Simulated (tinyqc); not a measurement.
# Donor in an ellipsoidal valley (Kohn-Luttinger variational method), step by step

A worked calculation. Computed by tinyqc, a small Python program that keeps every step. Command: `OMP_NUM_THREADS=1 python tinyqc.py 3017310 3017311 out.jsonl kohnlutt walk`. One thread of a shared host (Intel(R) Xeon(R) Processor @ 2.30GHz), about 0.03 s of CPU time with the checks. Intermediate numbers are printed to about 6 digits and carried at full precision; extremes and crossings named in words are read from the listed rows.

H = -(d^2/dx^2 + d^2/dy^2) - gamma d^2/dz^2 - 2/r in units built on m_t, with gamma = m_t/m_l and z along the valley axis. One valley; no valley-orbit or central-cell term.

Inputs (values chosen for the exercise, modelled on silicon):

| quantity | value | unit |
|---|---|---|
| transverse mass m_t | 0.189 | m_0 |
| longitudinal mass m_l | 0.934 | m_0 |
| dielectric constant eps | 11.8 | - |
| trial ratio b/a | 0.72 | - |
| observed depth chosen for 1s | 44.2 | meV |

Constants: Ry = 13.605693123 eV; a_0 = 0.529177210903 angstrom; h x 1 THz = 4.135667696 meV.

## Effective units

Ry* = Ry m_t/eps^2, a* = a_0 eps/m_t, gamma = m_t/m_l.

Ry* = 18.4679 meV

a* = 33.0386 angstrom

gamma = 0.202355

## Energy at a trial ratio

Trial function exp(-sqrt((x^2 + y^2)/a^2 + z^2/b^2)) with beta = b/a < 1: E = t/a^2 - u/a, t = (2 + gamma/beta^2)/3, u = 2 arcsin(sqrt(1 - beta^2))/sqrt(1 - beta^2); the best a is 2 t/u and E(beta) = -u^2/(4 t).

t = 0.796782

u = 2.21044

best a = 0.720926 a*

E(beta) = -1.53306 Ry*

## Minimum over the ratio

Golden-section search on beta from 0.05 to 0.999, 60 steps.

Search, first ten steps; c and d are the inner points:

| step | low | high | c | E(c) (Ry*) | d | E(d) (Ry*) |
|---|---|---|---|---|---|---|
| 1 | 0.050000 | 0.999000 | 0.412486 | -1.48764 | 0.636514 | -1.56548 |
| 2 | 0.412486 | 0.999000 | 0.636514 | -1.56548 | 0.774971 | -1.50425 |
| 3 | 0.412486 | 0.774971 | 0.550943 | -1.57455 | 0.636514 | -1.56548 |
| 4 | 0.412486 | 0.636514 | 0.498057 | -1.56048 | 0.550943 | -1.57455 |
| 5 | 0.498057 | 0.636514 | 0.550943 | -1.57455 | 0.583628 | -1.57493 |
| 6 | 0.550943 | 0.636514 | 0.583628 | -1.57493 | 0.603829 | -1.57262 |
| 7 | 0.550943 | 0.603829 | 0.571144 | -1.57542 | 0.583628 | -1.57493 |
| 8 | 0.550943 | 0.583628 | 0.563428 | -1.57535 | 0.571144 | -1.57542 |
| 9 | 0.563428 | 0.583628 | 0.571144 | -1.57542 | 0.575912 | -1.57532 |
| 10 | 0.563428 | 0.575912 | 0.568196 | -1.57543 | 0.571144 | -1.57542 |

best beta = 0.569238

radius a of the 1s trial function = 24.6197 angstrom

radius b of the 1s trial function = 14.0145 angstrom

1s binding energy, trial function = 29.0950 meV

The envelope is flattened along the heavy axis; beta is close to gamma^(1/3) = 0.587.

## Levels from a Gaussian basis

Gaussian basis: g = P exp(-al (x^2 + y^2) - be z^2) with P = 1 (s-like), z (2p0) or x (2p+-); al = 0.004 x 2.6^k, k = 0..11, and be/al = 1, gamma^(-1/2) or 1/gamma (36 functions); 1/r = (2/sqrt(pi)) int exp(-t^2 r^2) dt by 48 Gauss-Legendre points after t = sqrt(al_i + al_j) tan(theta); overlap eigenvalues below 1e-10 are dropped.

1s binding energy, Gaussian basis = 29.1356 meV

2p0 binding energy = 10.7745 meV

2p+- binding energy = 5.94751 meV

The two-parameter trial function recovers 99.86 % of the 1s binding of the larger basis. 2p0, with its lobes along the heavy axis, is bound 1.81 times as strongly as 2p+-.

## Optical lines and the chemical shift

With an observed depth of 1s, the lines are 1s -> 2p0 = depth - E(2p0) and 1s -> 2p+- = depth - E(2p+-); the chemical shift is depth - E(1s, Gaussian basis); 1 meV = 1 THz/4.135667696.

line 1s -> 2p0 = 33.4255 meV

line 1s -> 2p+- = 38.2525 meV

chemical shift = 15.0644 meV

frequency of the line 1s -> 2p+- = 9.24941 THz

The spacing of the two lines, 4.827 meV, does not depend on the depth, so it is the same for every donor in this host.

## Which single mass stands for the valley

A hydrogenic level is Ry m/eps^2 for one mass m; errors are against the Gaussian basis.

1s binding energy:

| rule | mass (m_0) | binding (meV) | error (%) |
|---|---|---|---|
| transverse mass | 0.189000 | 18.4679 | -36.614 |
| conductivity mass 3/(2/m_t + 1/m_l) | 0.257452 | 25.1566 | -13.657 |
| density-of-states mass (m_t^2 m_l)^(1/3) | 0.321927 | 31.4567 | 7.967 |
| longitudinal mass | 0.934000 | 91.2648 | 213.241 |
| trial function with a and b | - | 29.0950 | -0.139 |
| mass that fits 1s | 0.298173 | 29.1356 | 0.000 |

The conductivity mass, which is what a spherical trial function (a = b) gives, falls short by 13.7 %, as a restricted variational bound must; the density-of-states mass is off by +8.0 %. The mass that fits lies between the two.

## Levels against anisotropy

The trial energy is minimised over beta by golden section from 0.05 to 0.999, 60 steps.

Binding energies (Ry*):

| gamma | 1s, trial | 1s, Gaussians | 2p0 | 2p+- |
|---|---|---|---|---|
| 0.051 | 2.08266 | 2.09411 | 1.01708 | 0.367862 |
| 0.100 | 1.83868 | 1.84446 | 0.79051 | 0.347506 |
| 0.200 | 1.57982 | 1.58206 | 0.58657 | 0.322503 |
| 0.300 | 1.42834 | 1.42940 | 0.48335 | 0.306003 |
| 0.350 | 1.37126 | 1.37202 | 0.44738 | 0.299385 |
| 0.590 | 1.18191 | 1.18204 | 0.33899 | 0.275674 |
| 0.850 | 1.05478 | 1.05477 | 0.27529 | 0.258058 |

As gamma falls from 0.85 to 0.051, 1s deepens from 1.055 to 2.094 Ry*, on the way from the hydrogen value 1 to the two-dimensional limit 4; 2p+- moves from 0.258 to 0.368 (limits 1/4 and 4/9), while 2p0 climbs from 0.275 to 1.017 and joins 1s as gamma tends to 0. Near gamma = 1 the trial function is almost exact and can pass the Gaussian basis, whose own error is about 3e-5 Ry*.

Checks made by the program: the Gaussian basis at gamma = 1 against 1, 1/4 and 1/4 Ry* (relative difference 3e-05); trial function against Gaussian basis (relative difference 1e-03).
